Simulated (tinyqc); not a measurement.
Inside a calculation. Method: RKS/exchange-only LDA in the 6-31g basis, for H-, spin multiplicity 1. The basis has no diffuse functions, so it cannot describe the extra electron: this is an exercise in the method, not the real anion. Computed by tinyqc, a small Python program that keeps every step (integrals from PySCF). Settings: charge = -1, multiplicity = 1, basis = 6-31g, energy threshold = 1e-08, iteration cap = 59, orthogonalisation = canonical, start = core, DIIS depth = 3, damping = 0.2, method = RKS, functional = Slater exchange alone, grid = [20, 86]. Command: `OMP_NUM_THREADS=1 python tinyqc.py 30789 30790 out.jsonl` (the two numbers bound the seeds that draw the settings). One thread of a shared host (Intel(R) Xeon(R) Processor @ 2.60GHz), about 0.1 s of CPU time with the checks. Later iterations appear only in the table of the cycle.

## One-electron integrals

Geometry (angstrom):
```
atom         x         y         z
H     0.000000  0.000000  0.000000
```

Basis 6-31g: exponents (1/bohr^2) and contraction coefficients of normalised primitives:
```
element  l (shell)   exponent  coefficient
H            s (1)  18.731137     0.033495
H            s (1)   2.825394     0.234727
H            s (1)   0.640122     0.813757
H            s (2)   0.161278     1.000000
```

Overlap, kinetic and nuclear-attraction integrals over the contracted functions; the nuclear repulsion is the sum of Za Zb / Rab.

nuclear repulsion = 0 hartree

overlap S, order 1H 1s, 1H 2s:
```
[[1.000000, 0.658292],
 [0.658292, 1.000000]]
```

kinetic energy T (hartree), order 1H 1s, 1H 2s:
```
[[1.395678, 0.259735],
 [0.259735, 0.241917]]
```

nuclear attraction V (hartree), order 1H 1s, 1H 2s:
```
[[-1.653231, -0.742311],
 [-0.742311, -0.640851]]
```

core Hamiltonian H = T + V (hartree), order 1H 1s, 1H 2s:
```
[[-0.257552, -0.482576],
 [-0.482576, -0.398935]]
```

## Two-electron integrals

Functions are numbered as in S; the eight-fold symmetry (ij|kl) = (ji|kl) = (kl|ij) leaves the list below.

Two-electron integrals (ij|kl) in chemists' order, unique and non-zero (hartree):
```
(11|11) 1.076566   (21|11) 0.578470   (21|21) 0.329423   (22|11) 0.587396
(22|21) 0.361304   (22|22) 0.453150
```

## Orthogonalisation

S = U s U^T; canonical form X = U s^(-1/2), so that X^T S X = 1. Each column of U has its largest component positive (the first on a tie).

eigenvalues of S: [0.341708, 1.658292]

X, order 1H 1s, 1H 2s:
```
[[1.209644, 0.549104],
 [-1.209644, 0.549104]]
```

## Starting guess

The start is the orbitals of the core Hamiltonian; D = 2 C_occ C_occ^T.

D at the start, order 1H 1s, 1H 2s:
```
[[0.365393, 0.568867],
 [0.568867, 0.885646]]
```

## Iteration 1: exchange-correlation on the grid

Becke grid with 20 radial and 86 angular points per atom, points of zero weight dropped. rho = sum D_ij phi_i phi_j; V_xc,ij = sum w v_xc phi_i phi_j; v_xc is d(rho eps)/d rho.

The 8 grid points with the largest w rho, of 1720 (bohr, atomic units):
```
x                  y          z         w       rho     eps_xc       v_xc
0.921978    0.921978   0.921978  0.154250  0.026354  -0.219787  -0.293049
0.921978   -0.921978   0.921978  0.154250  0.026354  -0.219787  -0.293049
0.921978   -0.921978  -0.921978  0.154250  0.026354  -0.219787  -0.293049
-0.921978   0.921978   0.921978  0.154250  0.026354  -0.219787  -0.293049
-0.921978  -0.921978  -0.921978  0.154250  0.026354  -0.219787  -0.293049
-0.921978  -0.921978   0.921978  0.154250  0.026354  -0.219787  -0.293049
-0.921978   0.921978  -0.921978  0.154250  0.026354  -0.219787  -0.293049
0.921978    0.921978  -0.921978  0.154250  0.026354  -0.219787  -0.293049
```

electrons on the grid, sum of w rho = 2.000000

E_xc = sum of w rho eps_xc = -0.53919669 hartree

V_xc (hartree), order 1H 1s, 1H 2s:
```
[[-0.500290, -0.268512],
 [-0.268512, -0.260410]]
```

## Iteration 1: building the Kohn-Sham matrix

J_ij = sum D_kl (ij|kl); F = H + J + V_xc; E = tr D H + tr D J / 2 + E_xc + E_nn.

Coulomb J (hartree), order 1H 1s, 1H 2s:
```
[[1.571740, 0.906152],
 [0.906152, 1.027029]]
```

Kohn-Sham matrix F (hartree), order 1H 1s, 1H 2s:
```
[[0.813898, 0.155064],
 [0.155064, 0.367684]]
```

total energy of this density = -0.27823921 hartree

This density is the starting one.

## Iteration 1: diagonalisation and new density

Diagonalise F' = X^T F X, C = X C', fill 1 alpha and 1 beta electrons from the bottom; D = 2 C_occ C_occ^T; the new density keeps 0.2 of the old one (damping). Each column has its largest component positive (the first on a tie).

F' = X^T F X (hartree):
```
[[1.275143, 0.296384],
 [0.296384, 0.449773]]
```

orbital energies (hartree): [0.354371, 1.370545]

coefficients C, order 1H 1s, 1H 2s:
```
[[0.152053, 1.319709],
 [0.893333, -0.983214]]
```

D after iteration 1, order 1H 1s, 1H 2s:
```
[[0.110071, 0.331107],
 [0.331107, 1.453999]]
```

## Iteration 2: exchange-correlation on the grid

As before.

The 8 grid points with the largest w rho, of 1720 (bohr, atomic units):
```
x                  y          z         w       rho     eps_xc       v_xc
1.178187    1.178187   1.178187  0.304506  0.014348  -0.179467  -0.239289
1.178187    1.178187  -1.178187  0.304506  0.014348  -0.179467  -0.239289
1.178187   -1.178187  -1.178187  0.304506  0.014348  -0.179467  -0.239289
1.178187   -1.178187   1.178187  0.304506  0.014348  -0.179467  -0.239289
-1.178187   1.178187   1.178187  0.304506  0.014348  -0.179467  -0.239289
-1.178187   1.178187  -1.178187  0.304506  0.014348  -0.179467  -0.239289
-1.178187  -1.178187   1.178187  0.304506  0.014348  -0.179467  -0.239289
-1.178187  -1.178187  -1.178187  0.304506  0.014348  -0.179467  -0.239289
```

electrons on the grid, sum of w rho = 2.000000

E_xc = sum of w rho eps_xc = -0.44484998 hartree

V_xc (hartree), order 1H 1s, 1H 2s:
```
[[-0.437755, -0.247185],
 [-0.247185, -0.262215]]
```

## Iteration 2: building the Kohn-Sham matrix

As before.

Coulomb J (hartree), order 1H 1s, 1H 2s:
```
[[1.355643, 0.807157],
 [0.807157, 0.962796]]
```

Kohn-Sham matrix F (hartree), order 1H 1s, 1H 2s:
```
[[0.660335, 0.077395],
 [0.077395, 0.301647]]
```

total energy of this density = -0.33100278 hartree

This density is a damped mixture and is not idempotent.

## Iteration 2: DIIS over 2 matrices

error matrix X^T (FDS - SDF) X:
```
[[0.000000, -0.024042],
 [0.024042, 0.000000]]
```

B (overlaps of the stored error matrices):
```
[[3.5225372e-01, -2.0179272e-02],
 [-2.0179272e-02, 1.1559935e-03]]
```

Minimise |sum c_i e_i|^2 with sum c_i = 1: solve [B -1; -1 0][c; lambda] = [0; -1] with B_ij = tr e_i^T e_j, and take F = sum c_i F_i.

DIIS coefficients: [0.054182, 0.945818]

extrapolated F (hartree), order 1H 1s, 1H 2s:
```
[[0.668655, 0.081604],
 [0.081604, 0.305225]]
```

## Iteration 2: diagonalisation and new density

As before.

F' = X^T F X (hartree):
```
[[1.186207, 0.241398],
 [0.241398, 0.342849]]
```

orbital energies (hartree): [0.278641, 1.250415]

coefficients C, order 1H 1s, 1H 2s:
```
[[0.219719, 1.310144],
 [0.841588, -1.027853]]
```

D after iteration 2, order 1H 1s, 1H 2s:
```
[[0.099256, 0.362082],
 [0.362082, 1.424033]]
```

## Iteration 12 (converged): orbitals

converged F (hartree), order 1H 1s, 1H 2s:
```
[[0.667095, 0.080879],
 [0.080879, 0.304847]]
```

Diagonalise F' = X^T F X, C = X C', fill 1 alpha and 1 beta electrons from the bottom; D = 2 C_occ C_occ^T. Each column has its largest component positive (the first on a tie).

F' = X^T F X (hartree):
```
[[1.185492, 0.240612],
 [0.240612, 0.341827]]
```

orbital energies (hartree): [0.278029, 1.249290]

coefficients C, order 1H 1s, 1H 2s:
```
[[0.220741, 1.309972],
 [0.840786, -1.028510]]
```

D after iteration 12, order 1H 1s, 1H 2s:
```
[[0.097453, 0.371192],
 [0.371192, 1.413841]]
```

## Convergence

Stop when the energy changes by less than 1e-08 hartree and every element of the error matrix X^T (F D S - S D F) X is below 3e-05.

Course of the cycle:
```
iteration  E (hartree)     change  largest element of the error matrix
1          -0.27823921          -                             4.20e-01
2          -0.33100278  -5.28e-02                             2.40e-02
3          -0.34237186  -1.14e-02                             6.40e-03
4          -0.34464248  -2.27e-03                             2.28e-03
5          -0.34509692  -4.54e-04                             3.78e-04
6          -0.34518774  -9.08e-05                             5.69e-05
7          -0.34520590  -1.82e-05                             1.25e-05
8          -0.34520953  -3.63e-06                             2.77e-06
9          -0.34521026  -7.27e-07                             5.25e-07
10         -0.34521041  -1.45e-07                             1.01e-07
11         -0.34521044  -2.91e-08                             2.07e-08
12         -0.34521044  -5.81e-09                             4.20e-09
```

PySCF RKS in the same basis, fine grid = -0.34521046 hartree

Converged in 12 iterations.

## Populations

Mulliken: Z minus the diagonal of D S on the atom; Loewdin: the same with S^(1/2) D S^(1/2).

Charges (e):
```
atom   Mulliken    Loewdin
1H    -1.000000  -1.000000
```
